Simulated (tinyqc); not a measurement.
# Worked calculation: one-diode model of a solar cell

Program tinyqc, `OMP_NUM_THREADS=1 python tinyqc.py 2280124 2280125 out.jsonl`; Intel Xeon 2.30GHz, shared host, one thread, about 0.01 s. Printed values are rounded.

J is the current delivered and Vj = V + J Rs the junction voltage. J = X JL - J01 (exp(Vj/(n1 Vt)) - 1) - Vj/Rp. The photocurrent does not depend on voltage.

Inputs (values chosen for the exercise); values of the order met in cells of a lead-halide perovskite: temperature T = 323 K; photocurrent at one sun JL = 24.1 mA/cm^2; concentration X = 1 suns; saturation current of the diode J01 = 2.1e-12 A/cm^2; ideality factor of the diode n1 = 1.47; series resistance Rs = 0.35 ohm cm^2; shunt resistance Rp = 20000 ohm cm^2; incident power at one sun Pin = 100 mW/cm^2.

Constants: q = 1.602176634e-19 C, kB = 1.380649e-23 J/K, Vt = kB T/q. Results are converted to the units shown.

## Starting value

Vj = n1 Vt ln(X JL/J01), the open-circuit voltage of the J01 term alone.

Vj at the start = 0.947758 V

## Iteration 1: new Vj

Maximum power: dP/dVj = f = J (1 + 2 Rs G) - G Vj = 0. G = -dJ/dVj = J01 exp(Vj/(n1 Vt))/(n1 Vt) + 1/Rp. H = dG/dVj; f' = -2 G - 2 Rs G^2 + (2 Rs J - Vj) H; Vj(new) = Vj - f/f'.

J = -0.0473879 mA/cm^2
G = 0.589062 S/cm^2
H = 14.3957 S/(cm^2 V)
f = -558.356 mA/cm^2
f' = -15.0651 S/cm^2
Vj after iteration 1 = 0.910696 V

## Iteration 2: new Vj

As before.

J = 14.3131 mA/cm^2
G = 0.238133 S/cm^2
H = 5.81882 S/(cm^2 V)
f = -200.168 mA/cm^2
f' = -5.75684 S/cm^2
Vj after iteration 2 = 0.875925 V

## Course of the iteration

Stop when the step is below 1e-10 V, or after 60 iterations.

Course of the iteration:
```
iteration	Vj before the step (V)	step (V)
1	0.947758	-0.0371
2	0.910696	-0.0348
3	0.875925	-0.0288
4	0.847101	-0.0177
5	0.829425	-5.44e-3
6	0.823985	-4.16e-4
7	0.823569	-2.23e-6
8	0.823567	-6.37e-11
```

Converged in 8 iterations.

## Figures of merit

Jsc at V = 0, Voc at J = 0, the maximum power point where J (1 + 2 Rs G) = G Vj with G = -dJ/dVj; FF = Vmp Jmp/(Voc Jsc); efficiency Vmp Jmp/(X Pin). Empirical fill factor without parasitics FF0 = (v - ln(v + 0.72))/(v + 1), v = Voc/(n1 Vt).

Jsc = 24.0996 mA/cm^2
Voc = 0.947678 V
Vmp = 0.815552 V
Jmp = 22.9006 mA/cm^2
FF = 0.817763
efficiency = 18.6766 %
FF0 = 0.827283

FF is 1.2 % below FF0. Removing one loss at a time changes the efficiency by: series resistance +0.18, shunt +0.03 points.
